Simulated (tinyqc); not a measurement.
Polytypes and stacking faults of a tetrahedral semiconductor in an axial Ising model with couplings up to third neighbours. Changing the binding energy of the fault level E_b. Computed by tinyqc, a small Python program. Command: `OMP_NUM_THREADS=1 python tinyqc.py 3007715 3007716 out.jsonl polytype sweep`. One thread of a shared host (Intel(R) Xeon(R) Processor @ 2.30GHz), about 0.02 s of CPU time with the checks.

Each double layer has s = +1 or -1 for the sense of its stacking step; E per pair of atoms = E0 - sum_n J_n <s_i s_(i+n)>, n = 1, 2, 3. Hexagonality h = (1 - <s_i s_(i+1)>)/2.

Inputs (values chosen for the exercise, of the order of those of silicon for J, a, G and the gaps):

| quantity | value | unit |
|---|---|---|
| J1 | 11.1 | meV/pair |
| J2 | -0.794 | meV/pair |
| J3 | -0.33 | meV/pair |
| basal lattice constant a | 3.84 | angstrom |
| in-plane mass m | 0.31 | m0 |
| effective density of states N_c at 300 K | 3.9e+19 | 1/cm^3 |
| electron density n | 4.2e+18 | 1/cm^3 |
| temperature T | 500 | K |

Host polytype: 3C.

fault coefficients k_n:
```
               J1  J2  J3
intrinsic       4   4   4
extrinsic       4   8   8
twin boundary   2   4   6
```

Constants: 1 eV/angstrom^2 = 16.02176634 J/m^2; m_0 = 9.1093837015e-31 kg; hbar = 1.054571817e-34 J s; k_B = 1.380649e-23 J/K; k_B = 8.617333262e-05 eV/K.

Method:
- Faults in 3C: the sequences intrinsic (-), extrinsic (--), twin boundary (+ turns to -) are put between perfect repeats; k_n = (layers x C_n of the host) - sum_i s_i s_(i+n). gamma = sum k_n J_n/A, A = (sqrt 3/2) a^2; 1 meV/angstrom^2 = 16.02177 mJ/m^2.
- The fault binds electrons in a two-dimensional band E_b below the conduction edge, g2 = m m0/(pi hbar^2) for one valley. With the Fermi level held by the bulk, eta = ln[n/N_c(T)], N_c(T) = N_c (T/300)^1.5, the grand potential falls by g2 (k_B T)^2 F1(x), x = eta + E_b/(k_B T), F1(x) = integral from 0 to infinity of ln(1 + exp(x - t)) dt; sheet density g2 k_B T ln(1 + e^x). Band bending by the trapped charge is left out, so the gain is an upper bound.
- Net fault energy = gamma of the intrinsic fault less the electronic gain.

One run for each value:

| binding energy of the fault level E_b (eV) | electronic gain (mJ/m^2) | sheet density (1/cm^2) | net fault energy (mJ/m^2) |
|---|---|---|---|
| 0.050 | 0.0592 | 8.2683e+11 | 50.006 |
| 0.071 | 0.0943 | 1.2897e+12 | 49.971 |
| 0.093 | 0.1516 | 2.0086e+12 | 49.913 |
| 0.110 | 0.2163 | 2.7702e+12 | 49.849 |
| 0.140 | 0.3913 | 4.6227e+12 | 49.674 |
| 0.160 | 0.5643 | 6.2254e+12 | 49.501 |
| 0.180 | 0.7930 | 8.0914e+12 | 49.272 |
| 0.200 | 1.0852 | 1.0173e+13 | 48.980 |

Describe and explain the trends.

Over the rows, electronic gain (mJ/m^2) rises from 0.0592 to 1.09 (exponent d ln y / d ln x 1.3 between the first rows and 3.0 between the last); sheet density (1/cm^2) rises from 8.27e11 to 1.02e13 (exponent d ln y / d ln x 1.3 between the first rows and 2.2 between the last); net fault energy (mJ/m^2) falls from 50.0 to 49.0. The gain grows as exp(E_b/(k_B T)) while the well is empty and as (E_b + eta k_B T)^2 once it is degenerate; thicker faults bind more deeply.
